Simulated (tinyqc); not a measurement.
Deformation-potential model of the Delta valleys of a conduction band, step by step. Values are carried at full precision from step to step, so a last printed digit may differ when a step is redone from the rounded ones.

s11 = (C11 + C12)/((C11 - C12)(C11 + 2 C12)), s12 = -C12/((C11 - C12)(C11 + 2 C12)), s44 = 1/C44; exx = s11 sxx + s12 (syy + szz) and cyclic, exy = s44 sxy/2; tension is positive. A uniaxial stress X along the unit vector n is s_ij = X n_i n_j.

Constants: kB = 8.617333262e-05 eV/K; hbar^2/2m0 = 3.80998211 eV angstrom^2.

Inputs chosen for the exercise (near those of Si; not measured data):
```
symbol  value           unit  meaning
C11     165.2           GPa
C12     62.4            GPa
C44     81.5            GPa
load    uniaxial [100]        kind of stress
X       1.33            GPa   stress
Xd      1.07            eV    dilation potential
Xu      8.71            eV    uniaxial potential
T       150             K     temperature
ml      0.938           m0    longitudinal mass
mt      0.195           m0    transverse mass
```

## Strain from a uniaxial [100] stress

Form the compliances and the strain.

s11, s12, s44 (1/TPa): 7.6345  -2.0931  12.2699

strain tensor:
```
          x          y          z
x  0.010154   0.000000   0.000000
y  0.000000  -0.002784   0.000000
z  0.000000   0.000000  -0.002784
```

## Valley shifts

Valleys with axes along x, y and z, each a pair at +k and -k. Herring-Vogt shift of a valley with unit axis a: dE = Xd tr(e) + Xu a.e.a. Non-degenerate shares n_i = exp(-dE_i/kT)/sum_j exp(-dE_j/kT). Inverse mass tensor of a valley: (1 - a a)/mt + a a/ml; the masses are taken as independent of strain.

Apply the Herring-Vogt formula to each valley.

Xd tr(e) = 4.91 meV

a.e.a: x 0.010154, y -0.002784, z -0.002784

shifts dE (meV): x 93.35, y -19.34, z -19.34

The lowest valleys are y and z, 112.7 meV below the highest; the mean shift over all valleys is (Xd + Xu/3) tr(e) = 18.22 meV.

## Shares of the electrons

Boltzmann factors of the shifts.

kT = 12.926 meV

shares: x 0.0001, y 0.5000, z 0.5000

effective number of valley axes, 1/(largest share) = 2.000

## Conductivity mass tensor

With one scattering time for all valleys the conductivity goes as M = sum_i n_i (inverse mass tensor of valley i); along the unit vector u, 1/m_c = u.M.u. Without stress 1/m_c = (1/ml + 2/mt)/3. Take u along [110].

M (1/m0):
```
       x      y      z
x  5.128  0.000  0.000
y  0.000  3.097  0.000
z  0.000  0.000  3.097
```

m_c along [110] = 0.2432 m0
m_c without stress = 0.2650 m0

The repopulation alone changes the mobility along [110] by +9.0 %; with all electrons in the valleys lightest or heaviest along this direction it would change by +36 or -18 %.

## Effective density of states

Each of the 6 whole valleys has m_d = (ml mt^2)^(1/3) and N = 2 (m_d kT/(4 pi c))^(3/2), c = hbar^2/2m0. Counted from the lowest edge, Nc = N x 2 x sum_i exp(-(dE_i - dE_min)/kT). 1 angstrom^-3 = 1e24 cm^-3.

m_d = 0.3292 m0
N of one valley = 1.676e+18 cm^-3
Nc under stress = 6.703e+18 cm^-3
Nc without stress = 1.005e+19 cm^-3

## Piezoresistance from repopulation

For small stress d(rho)/rho = pi X. For valleys on the cube axes pi11 = -(2/3) Xu (s11 - s12)/kT x (K - 1)/(2K + 1), pi12 = -pi11/2, pi44 = 0, K = ml/mt. For stress along [110]: pi_l = (pi11 + pi12 + pi44)/2 with the current along it and pi_t = (pi11 + pi12 - pi44)/2 with the current along [1-10]. 1/GPa = 100 x 1e-11/Pa.

K = 4.810

pi11, pi12, pi44 (1e-11/Pa): -156.8  78.4  0.0

pi_l, pi_t for [110] (1e-11/Pa): -39.2  -39.2

Only the transfer between valleys is counted; changes of mass and of intervalley scattering add to it in a real crystal.

## Checks

- Conductivity mass at zero stress against 3/(1/ml + 2/mt): both 0.2649590.
- Piezoresistance coefficients by finite differences against the closed form: largest difference 8.9e-08.

Program tinyqc; command `OMP_NUM_THREADS=1 python tinyqc.py 1080316 1080317 out.jsonl`; about 0.03 s on one thread of a shared Intel(R) Xeon(R) Processor @ 2.30GHz.
